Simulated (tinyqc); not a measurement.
# Dopants and charged point defects at anneal temperature: Fermi-level effect, clustering and pairing, step by step

A worked calculation. Computed by tinyqc, a small Python program that keeps every step. Command: `OMP_NUM_THREADS=1 python tinyqc.py 3027458 3027459 out.jsonl pairing walk`. One thread of a shared host (Intel(R) Xeon(R) Processor @ 2.30GHz), about 0.01 s of CPU time with the checks. Intermediate numbers are printed to about 5 digits and carried at full precision; extremes and crossings named in words are read from the listed rows.

Boltzmann statistics and full ionisation of active dopants. Energies are counted from the valence band; the defect (a vacancy or self-interstitial) has five charge states, with all degeneracy factors one.

Inputs (values chosen for the exercise, with bands modelled on germanium):
```
quantity                                        value    unit
gap at 0 K E_g0                                 0.758      eV
Varshni alpha                                 0.00049    eV/K
Varshni beta                                      237       K
electron mass m_e                               0.228     m_0
valleys M_c                                         4       -
hole mass m_h                                   0.329     m_0
anneal temperature T                              800       K
total dopant density N                        1.4e+20   cm^-3
formation enthalpy of the neutral defect H_f     2.07      eV
formation entropy S_f                             6.9     k_B
site density N_s                              4.5e+22   cm^-3
intrinsic dopant diffusivity D_i              1.7e-14  cm^2/s
anneal time t                                     100       s
pair binding energy E_b                          0.68      eV
pair configurations Z                               4       -
storage temperature T_2                           300       K
impurity diffusion prefactor D_0              0.00029  cm^2/s
impurity migration energy E_m                    0.77      eV
dielectric constant eps                          16.4       -
active dopant density in the stored part N_2  1.1e+16   cm^-3
```

Dopant: acceptor. Second part: pairing with a mobile impurity.

defect levels as fractions of E_g(T): (2+/+), (+/0), (0/-), (-/2-): 0.18  0.22  0.51  0.79

Constants: m_0 = 9.1093837015e-31 kg; k_B = 1.380649e-23 J/K; h = 6.62607015e-34 J s; k_B = 8.617333262e-05 eV/K; e^2/(4 pi eps_0) = 14.39964548 eV angstrom.

## The host at the anneal temperature

E_g = E_g0 - alpha T^2/(T + beta). N_c = 2 M_c (2 pi m_e k_B T/h^2)^(3/2) and N_v = 2 (2 pi m_h k_B T/h^2)^(3/2), masses in units of m_0. n_i = sqrt(N_c N_v) exp(-E_g/2 k_B T); E_i = E_g/2 + (k_B T/2) ln(N_v/N_c).

E_g = 0.45559 eV

k_B T = 0.068939 eV

n_i = 1.1504e+18 cm^-3

E_i = 0.19897 eV

effective density of states N_b of the majority band = 2.0621e+19 cm^-3

## Active dopant

No clustering: A = N.

active density A = 1.40e+20 cm^-3

## Carrier density and Fermi level

p = A/2 + sqrt(A^2/4 + n_i^2) for an active density A. chi = n/n_i (for acceptors n_i/p); E_F = E_i + k_B T ln chi; field enhancement h = 1 + A/sqrt(A^2 + 4 n_i^2).

p = 1.4001e+20 cm^-3

chi = 0.0082168

E_F = -0.13204 eV

field enhancement h = 1.9999

The doping is 122 n_i: extrinsic conditions. Caution: the carrier density exceeds the effective density of states, where Boltzmann statistics understate the shift of E_F and so the density of charged defects (gap narrowing, also left out, works the other way).

## Charged defects

C_0 = N_s exp(S_f/k_B) exp(-H_f/k_B T). Ratios to the neutral state at E_F = E_i: r_+ = exp((E(+/0) - E_i)/k_B T), r_2+ = r_+ exp((E(2+/+) - E_i)/k_B T), r_- = exp((E_i - E(0/-))/k_B T), r_2- = r_- exp((E_i - E(-/2-))/k_B T); at other E_F state q scales as chi^(-q). The enhancement is sum r_q chi^(-q)/sum r_q. The charge on the defects is left out of neutrality.

neutral defects C_0 = 4.0684e+12 cm^-3

Charge states:
```
state  ratio r  intrinsic (cm^-3)  doped (cm^-3)
2+      0.0438         1.7805e+11     2.6371e+15
+       0.2388         9.7136e+11     1.1822e+14
0       1.0000         4.0684e+12     4.0684e+12
-       0.6162         2.5069e+12     2.0599e+10
2-      0.0597         2.4279e+11     1.6392e+07
```

all defects, doped = 2.7594e+15 cm^-3

enhancement over intrinsic = 346.34

mean charge = 1.9542 e

Doping leaves the neutral state alone and multiplies the total by 346; the most common state is 2+ (in intrinsic material 0).

## Dopant diffusivity

If every charge state of the defect carries the dopant equally well, D = D_i x enhancement x h x (active share A/N, a rough stand-in that overstates the dA/dN which immobile clusters call for), D_i being an input held fixed when T or H_f is moved; diffusion length 2 sqrt(D t).

effective diffusivity D = 1.1775e-11 cm^2/s

D/D_i = 692.63

diffusion length = 686.29 nm

Caution: so large an enhancement assumes that highly charged defects carry the dopant as well as neutral ones; measured enhancements are far smaller.

## Against doping

chi = n/n_i; h = 1 + A/sqrt(A^2 + 4 n_i^2); the dopant diffusivity over its intrinsic value is D/D_i = enhancement x h x A/N, if every charge state carries the dopant equally well.

Trend at the anneal temperature:
```
N (cm^-3)  active A (cm^-3)      chi  defect enhancement  mean charge       D/D_i
3.50e+16           3.50e+16  0.98490          9.9690e-01      -0.1998  1.0121e+00
1.10e+17           1.10e+17  0.95333          9.9075e-01      -0.1800  1.0381e+00
3.30e+17           3.30e+17  0.86681          9.7664e-01      -0.1212  1.1153e+00
1.00e+18           1.00e+18  0.65574          9.6794e-01       0.0592  1.3538e+00
3.10e+18           3.10e+18  0.33056          1.1913e+00       0.5601  2.1479e+00
9.60e+18           9.60e+18  0.11816          3.1805e+00       1.3189  6.2734e+00
3.00e+19           3.00e+19  0.03829          1.8948e+01       1.7761  3.7840e+01
9.10e+19           9.10e+19  0.01264          1.5003e+02       1.9288  3.0001e+02
2.80e+20           2.80e+20  0.00411          1.3540e+03       1.9773  2.7080e+03
```

Well below n_i = 1.15e18 cm^-3 chi and the enhancement are near 1. At any doping d ln(enhancement)/d ln chi equals minus the mean charge, which goes from -0.20 to +1.98 over the rows. The defect density first falls, because doping removes the states with the sign of the ionised dopant before it feeds the opposite ones. Rows with carriers above N_b lie beyond Boltzmann statistics.

## Pairing in storage

An oppositely charged mobile impurity (density M) pairs with the dopant: pairs/free = Z (N_2/N_s) exp(E_b/k_B T_2) for M << N_2; capture radius R = e^2/(4 pi eps eps_0 k_B T_2); D_m = D_0 exp(-E_m/k_B T_2); association rate 4 pi R D_m N_2; dissociation rate = association rate/(pairs/free); tau = 1/(sum of both). Trapping slows long-range motion to D_m/(1 + pairs/free).

pairs/free = 2.5926e+05

paired share = 1.00000

capture radius R = 33.964 angstrom

D_m = 3.3649e-17 cm^2/s

pairing time constant = 6.3302e+05 s

effective diffusivity of the impurity = 1.2979e-22 cm^2/s

## Pairing against temperature

The formulas are those given above.

Equilibrium and kinetics:
```
T (K)  paired share  time constant (s)  D_m (cm^2/s)  effective D (cm^2/s)
270         1.00000         1.5593e+07    1.2294e-18            2.5508e-25
300         1.00000         6.3302e+05    3.3649e-17            1.2979e-22
340         0.99991         2.1574e+04    1.1189e-15            9.5268e-20
380         0.99902         1.5150e+03    1.7792e-14            1.7418e-17
430         0.98916         1.1023e+02    2.7395e-13            2.9705e-15
480         0.93097         1.3295e+01    2.3865e-12            1.6473e-13
550         0.62467         9.5624e-01    2.5510e-11            9.5746e-12
650         0.15474         2.2993e-02    3.1060e-10            2.6254e-10
```

Half the impurity is paired at T = E_b/(k_B ln(N_s/(Z N_2))) = 570 K. The time constant at 300 K is 630000 s. Below 570 K pairs win, and the effective diffusivity has the activation energy E_m + E_b = 1.45 eV; above it the impurity is free and moves with E_m = 0.77 eV.

Checks made by the program: ratios against Boltzmann factors of formation energies at E_F (relative difference below 1e-10).
